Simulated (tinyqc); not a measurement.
# p-n diode, drift-diffusion by the Gummel loop with Scharfetter-Gummel fluxes: effect of the hole mobility at fixed bias

Abrupt junction at x = 0, p side from -Lp, n side to Ln, ohmic contacts. psi is counted from the intrinsic level; n = ni exp((psi - phin)/Vt), p = ni exp((phip - psi)/Vt). Contacts: p side psi = V - Vt ln(Na/ni), p = Na, n = ni^2/Na; n side psi = Vt ln(Nd/ni), n = Nd, p = ni^2/Nd. Constant mobilities, D = mu Vt, Boltzmann statistics, SRH recombination through a mid-gap level, U = (n p - ni^2)/(tp (n + ni) + tn (p + ni)). Current is positive from the p contact to the n contact.

ni = sqrt(Nc Nv) exp(-Eg/(2 Vt)), Eg in volts. Poisson and both continuity equations are solved self-consistently with Scharfetter-Gummel fluxes on a graded mesh of 500 nodes. J_scr is q times the integral of U between -xp and xn. Ideal diffusion current J_id = q ni^2 [Dn coth(wp/Le)/(Le Na) + Dp coth(wn/Lh)/(Lh Nd)] (exp(V/Vt) - 1), Le = sqrt(Dn tn), Lh = sqrt(Dp tp), wp = Lp - xp, wn = Ln - xn, with xp and xn from the depletion approximation (W = sqrt(2 eps0 eps_r (Vbi - V)(1/Na + 1/Nd)/q), xp = W Nd/(Na + Nd), xn = W Na/(Na + Nd), Vbi = Vt ln(Na Nd/ni^2)). Ideality factor = 0.004 V/(Vt ln[J(V + 0.004 V)/J(V)]).

Parameters, values chosen for the exercise; band and dielectric values close to those of gallium arsenide: temperature T = 300 K; band gap Eg = 1.4 eV; relative permittivity eps_r = 13.1; conduction-band density of states at T Nc = 4.34e17 cm^-3; valence-band density of states at T Nv = 9e18 cm^-3; acceptor density of the p side Na = 1.9e17 cm^-3; donor density of the n side Nd = 1.1e17 cm^-3; electron mobility mun = 4100 cm^2/(V s); SRH lifetime of electrons tn = 2e-9 s; SRH lifetime of holes tp = 7e-8 s; length of the p side Lp = 3.1 um; length of the n side Ln = 1.4 um; uniform generation rate G = 0 cm^-3 s^-1; bias of the p contact V = 0.89 V.

Constants: q = 1.602176634e-19 C, kB = 1.380649e-23 J/K, Vt = kB T/q, eps0 = 8.8541878128e-14 F/cm where lengths are in cm. Results are converted to the units shown.

Result of one run:

| mup (cm^2/(V s)) | J (A/cm^2) | ideality factor | J_scr/J (%) | J_id (A/cm^2) | share recombining at the contacts (%) | larger minority/doping at -xp and xn |
|---|---|---|---|---|---|---|
| 41 | 0.00447 | 1.09 | 18.3 | 0.00365 | 66.6 | 1.36e-6 |

What becomes of these results when the hole mobility mup is changed from 41 to 110 cm^2/(V s), all else the same?

Result of the changed run:

| mup (cm^2/(V s)) | J (A/cm^2) | ideality factor | J_scr/J (%) | J_id (A/cm^2) | share recombining at the contacts (%) | larger minority/doping at -xp and xn |
|---|---|---|---|---|---|---|
| 110 | 0.00468 | 1.08 | 17.5 | 0.00386 | 68.0 | 1.36e-6 |

The whole series:

| mup (cm^2/(V s)) | J (A/cm^2) | ideality factor | J_scr/J (%) | J_id (A/cm^2) | share recombining at the contacts (%) | larger minority/doping at -xp and xn |
|---|---|---|---|---|---|---|
| 25 | 0.00443 | 1.09 | 18.5 | 0.00361 | 66.2 | 1.36e-6 |
| 41 | 0.00447 | 1.09 | 18.3 | 0.00365 | 66.6 | 1.36e-6 |
| 68 | 0.00455 | 1.08 | 18.0 | 0.00373 | 67.1 | 1.36e-6 |
| 110 | 0.00468 | 1.08 | 17.5 | 0.00386 | 68.0 | 1.36e-6 |
| 180 | 0.00488 | 1.08 | 16.8 | 0.00407 | 69.4 | 1.36e-6 |
| 300 | 0.00524 | 1.07 | 15.6 | 0.00442 | 71.4 | 1.36e-6 |
| 500 | 0.00583 | 1.07 | 14.1 | 0.00501 | 74.3 | 1.36e-6 |

As mup rises from 25 to 500, J rises from 0.00443 to 0.00583 A/cm^2, the share of the depleted layer falls from 18.5 to 14.1 % and the share lost at the contacts rises from 66.2 to 74.3 %. The exponent d ln J/d ln mup is 0.02 between the first two rows and 0.21 between the last two. J less J_scr is 0.097 % below J_id in the last row.

Numbers from tinyqc (`OMP_NUM_THREADS=1 python tinyqc.py 2240079 2240080 out.jsonl`; about 0.1 s on one thread of a shared Intel Xeon 2.30GHz).
